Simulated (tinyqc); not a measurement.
Quasi-harmonic thermal expansion with mode Grueneisen parameters: one step, computed by the program tinyqc. Command: `OMP_NUM_THREADS=1 python tinyqc.py 3013182 3013183 out.jsonl qha walk`. One thread of a shared host (Intel(R) Xeon(R) Processor @ 2.30GHz), about 0.03 s of CPU time with the checks.

A crystal with two atoms a cell; per atom there are 1 transverse acoustic (TA), 1/2 longitudinal acoustic (LA) and 3/2 optical (O) modes. Every frequency of group i scales as nu_i (V/V0)^(-gamma_i). Each group has one frequency. Static energy: E = (9 V0 B0/16) [y^3 B' + y^2 (2 - 4 y)], y = (V0/V)^(2/3) - 1, with pressure P_s = (3 B0/2) (z^7 - z^5) [1 + (3/4)(B' - 4)(z^2 - 1)], z = (V0/V)^(1/3).

Problem. Properties at the equilibrium volume. For a mode with x = h nu/(k_B T), n = 1/(exp(x) - 1): U = h nu (n + 1/2), C/k_B = x^2 n (n + 1); U_i and C_i sum these over group i with its weight per atom. Phonon pressure P_ph = sum_i gamma_i U_i/V. B_T = -V d(P_s + P_ph)/dV at fixed T (central difference, step 1e-4 V); alpha_V = sum gamma_i C_i k_B/(B_T V), all at V(T); the linear coefficient is alpha_L = alpha_V/3. C_P - C_V = alpha_V^2 B_T V T; the optical frequency is nu_O (V/V0)^(-gamma_O).

Inputs (values chosen for the exercise, modelled on magnesium oxide):
```
quantity,value,unit
static volume V0,9.34,angstrom^3/atom
static bulk modulus B0,165,GPa
static B',4.1,-
frequency nu_TA,8.42,THz
frequency nu_LA,12.5,THz
frequency nu_O,15.1,THz
Grueneisen parameter gamma_TA,1.4,-
Grueneisen parameter gamma_LA,1.6,-
Grueneisen parameter gamma_O,1.6,-
temperature T,120,K
```

Acoustic groups: Einstein.

volume V(T) = 9.458995 angstrom^3/atom

Constants: h x 1 THz = 4.135667696 meV; k_B = 8.617333262e-05 eV/K; 1 eV/angstrom^3 = 160.2176634 GPa.

Give: volume change from V0; isothermal bulk modulus B_T; linear expansion coefficient; C_V; C_P - C_V; optical frequency at V(T).

Solution.

volume change from V0 = 1.274 %

isothermal bulk modulus B_T = 161.6 GPa

linear expansion coefficient = 2.941 ppm/K

C_V = 0.6642 k_B/atom

C_P - C_V = 0.001034 k_B/atom

optical frequency at V(T) = 14.80 THz
